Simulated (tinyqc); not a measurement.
Electron mobility in a silicon inversion layer, empirical terms and Matthiessen rule: course of the iteration: inversion density for the measured current.

Inversion layer of sheet density Ns on a uniformly doped body, under a high-permittivity gate with an interlayer. The mobility terms are empirical power laws with prefactors chosen for the exercise; adding their inverses (Matthiessen) is itself an approximation.

I = (W/L) q Ns mu Vd. E = q (Ndep + eta Ns)/(eps0 eps_r) in MV/cm. With t = T/(300 K): muC = Ac (Ns/1e12 cm^-2) t/(Nb/1e17 cm^-3 + Nit/1e11 cm^-2), muP = Ap E^(-1/3) t^(-1.75), muS = As E^(-gs), muR = Ar exp(2 ti/lr)/t; 1/mu is the sum of the inverses. Ns(new) = I/((W/L) q mu Vd).

Stop when Ns changes by less than 1e5 cm^-2, or after 120 iterations.

Parameters, values chosen for the exercise; material values close to those of silicon: temperature T = 300 K; relative permittivity of the semiconductor eps_r = 11.5; body doping Nb = 9.3e17 cm^-3; weight of the inversion charge in the effective field eta = 0.5; phonon-limited mobility at 1 MV/cm and 300 K Ap = 427 cm^2/(V s); roughness-limited mobility at 1 MV/cm As = 920 cm^2/(V s); exponent of the roughness term gs = 2; Coulomb prefactor Ac = 2400 cm^2/(V s); charge at the interface Nit = 6.5e10 cm^-2; remote-phonon mobility without interlayer Ar = 150 cm^2/(V s); interlayer thickness ti = 1.3 nm; decay length of remote phonons lr = 0.9 nm; ratio W/L WL = 20; drain voltage Vd = 0.02 V; measured linear current I = 4.13 uA.

Constants: q = 1.602176634e-19 C, eps0 = 8.8541878128e-14 F/cm where lengths are in cm. Results are converted to the units shown.

Ns at the start = 3.1e11 cm^-2
Ndep = 3.34160e12 cm^-2

Course of the iteration:
```
iteration  Ns (cm^-2)  |change| (cm^-2)
1          1.03062e12           7.21e11
2          4.36714e11           5.94e11
3          7.82072e11           3.45e11
4          5.16077e11           2.66e11
5          6.88944e11           1.73e11
6          5.61129e11           1.28e11
7          6.47921e11           8.68e10
8          5.85187e11           6.27e10
9          6.28636e11           4.34e10
...               ...               ...
39         6.10214e11            1.24e6
40         6.10213e11            8.78e5
41         6.10214e11            6.19e5
42         6.10213e11            4.37e5
43         6.10213e11            3.08e5
44         6.10213e11            2.17e5
45         6.10213e11            1.53e5
46         6.10213e11            1.08e5
47         6.10213e11            7.63e4
```

Did this iteration meet its convergence test, and what does its course show?

Yes. Converged in 47 iterations. At the end each change is about 0.71 times the one before, with alternating sign: linear convergence.

Computed by the program tinyqc: `OMP_NUM_THREADS=1 python tinyqc.py 2510143 2510144 out.jsonl`, one thread of a shared Intel Xeon 2.30GHz, about 0.01 s for the whole run.
